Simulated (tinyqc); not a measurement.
sp3s* tight binding: one step. Levels at this k. The numbers come from values chosen for the exercise (near a published set for GaP, fitted to gaps, whose masses and valley positions are rough; spin-orbit coupling, where it is added without a refit, lifts the valence top and shrinks all gaps by about a third of the splitting).

H(k) (eV), rows sa, xa, ya, za, s*a, sc, xc, yc, zc, s*c and columns alike:
```
[[-8.136000, 0, 0, 0, 0, -6.969993, 1.513933i, 0, 0, 0],
 [0, 1.126000, 0, 0, 0, -2.238556i, 2.007463, 0, 0, -1.802368i],
 [0, 0, 1.126000, 0, 0, 0, 0, 2.007463, 1.814033i, 0],
 [0, 0, 0, 1.126000, 0, 0, 0, 1.814033i, 2.007463, 0],
 [0, 0, 0, 0, 8.492000, 0, 1.641891i, 0, 0, 0],
 [-6.969993, 2.238556i, 0, 0, 0, -2.203000, 0, 0, 0, 0],
 [-1.513933i, 2.007463, 0, 0, -1.641891i, 0, 4.103000, 0, 0, 0],
 [0, 0, 2.007463, -1.814033i, 0, 0, 0, 4.103000, 0, 0],
 [0, 0, -1.814033i, 2.007463, 0, 0, 0, 0, 4.103000, 0],
 [0, 1.802368i, 0, 0, 0, 0, 0, 0, 0, 7.192000]]
```

Task: Diagonalise H, which belongs to k = (0.23, 0, 0) (2 pi/a). Four bands are filled (two electrons each); give the make-up of band 5, the lowest empty one.

Give: levels; weights of band 5; weight of band 5 on atom a.

Result:

levels (eV): [-12.9256, -1.3351, -0.4736, -0.4736, 3.4247, 4.5006, 5.7026, 5.7026, 7.7834, 9.1261]

weights of band 5: s 0.768, p 0.194, s* 0.038

weight of band 5 on atom a = 0.371

The vertical gap at this k is 3.8982 eV; band 5 is mostly s-like.

Program tinyqc; command `OMP_NUM_THREADS=1 python tinyqc.py 1481409 1481410 out.jsonl`; about 0.1 s on one thread of a shared Intel(R) Xeon(R) Processor @ 2.30GHz.
